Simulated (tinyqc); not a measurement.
Worked calculation: linear model of a band gap against the share of exact exchange. Values are carried at full precision from step to step, so a last printed digit may differ when a step is redone from the rounded ones.

E(alpha) = E0 + S alpha. A wider gap screens less, modelled in the Penn form eps(alpha) = 1 + (e0 - 1)(EP/(EP + S alpha))^2 with a scale EP chosen for the exercise. A dielectric-dependent hybrid takes alpha = 1/eps.

Inputs chosen for the exercise (of the order of those of Al2O3; shifted at random, so the results belong to these values and not to a real crystal):
```
symbol   value  unit  meaning
E0       5.92   eV    gap of the semi-local functional
S        9.71   eV    slope dE/d(alpha)
e0       3.38         optical dielectric constant at alpha = 0
EP       27.5   eV    energy scale of the screening
Et       8.75   eV    target gap
a_start  0            starting alpha
fv       0.59         share of the opening taken by the valence edge
Ed       5.27   eV    defect level above the semi-local valence top
cd       0            shift of the level per unit opening, on the scale of the mean potential
```

## Fixed shares

Gap, error against the target and eps for alpha = 0, 0.25 and 1/e0; and the alpha that meets the target, (Et - E0)/S.

Results:
```
alpha   E (eV)  E - Et (eV)    eps
0.0000   5.920       -2.830  3.380
0.2500   8.348       -0.403  3.010
0.2959   8.793        0.043  2.951
```

alpha for the target = 0.2915

A quarter of exact exchange falls short of the target by 0.40 eV: the material needs 0.291, and 1/e0 = 0.296 lies closer to it than 0.25 does.

## Self-consistent share

Iterate alpha -> 1/eps(alpha) seven times from a_start. The fixed point solves alpha eps(alpha) = 1; the contraction factor there is 2 (eps - 1) S/((EP + S alpha) eps^2).

Iterates:
```
step    alpha     eps  E (eV)
0     0.00000  3.3800  5.9200
1     0.29586  2.9511  8.7928
2     0.33886  2.8985  9.2103
3     0.34500  2.8912  9.2700
4     0.34588  2.8901  9.2785
5     0.34600  2.8900  9.2797
6     0.34602  2.8900  9.2799
7     0.34602  2.8900  9.2799
```

fixed point = 0.34603
contraction factor = 0.1424

The factor is positive, so the iterates approach from one side, the error shrinking to 0.14 of itself each step; the gap is within 0.01 eV of its limit from step 3. Self-consistency moves the gap by +0.487 eV against the one-shot choice 1/e0, since a wider gap screens less.

## Band edges and a deep level

The opening c = S alpha lowers the valence top by fv c and raises the conduction edge by (1 - fv) c, both against the mean potential; the level moves by cd c. Use the fixed point. Compare with stretching the level in proportion to the gap and with pinning it to either edge.

opening c = 3.360 eV

shifts of the valence and conduction edges (eV): -1.982  1.378

level above the valence top = 7.252 eV
level below the conduction edge = 2.028 eV

level above the valence top: stretched, tied to the valence edge, tied to the conduction edge (eV): 8.261  5.270  8.630

The three recipes err by +1.01, -1.98 and +1.38 eV against alignment through the mean potential. A localised level with cd = 0 stays put while the edges move away from it.

## Checks

- Fixed point by bisection against 60 substitutions: both 0.34603.

tinyqc: `OMP_NUM_THREADS=1 python tinyqc.py 1881018 1881019 out.jsonl`; about 0.01 s, one thread, shared Intel(R) Xeon(R) Processor @ 2.30GHz.
